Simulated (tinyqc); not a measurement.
## Depth and level of a trap from the time ratio

Question. For an oxide trap tc/te = exp(E/Vt) with E = E0 - dpsi - (xt/tox)(Vg - VT - dpsi), dpsi being the rise of the surface potential above its value at threshold. Find xt and E0, and the depth that would be read if dpsi were ignored.

Inputs (values chosen for the exercise):

| symbol | value | unit | meaning |
|---|---|---|---|
| T | 200 | K | temperature |
| tox | 3 | nm | insulator thickness |

Constants: q = 1.602176634e-19 C, kB = 1.380649e-23 J/K, Vt = kB T/q. Results are converted to the units shown.

Vg - VT (V): [0.42, 0.57]
tc/te: [2.8043677, 0.093390883]
dpsi (V): [0.060359983, 0.066099050]

Answer. E + dpsi is a straight line in the oxide voltage Vg - VT - dpsi with slope -xt/tox and intercept E0. Ignoring dpsi assigns the motion of the bands to the trap and overstates its depth.

xt = 1.100 nm
E0 = 0.2100 eV
depth read without dpsi = 1.173 nm

Computed by the program tinyqc: `OMP_NUM_THREADS=1 python tinyqc.py 2710079 2710080 out.jsonl`, one thread of a shared Intel Xeon 2.30GHz, about 0.01 s for the whole run.
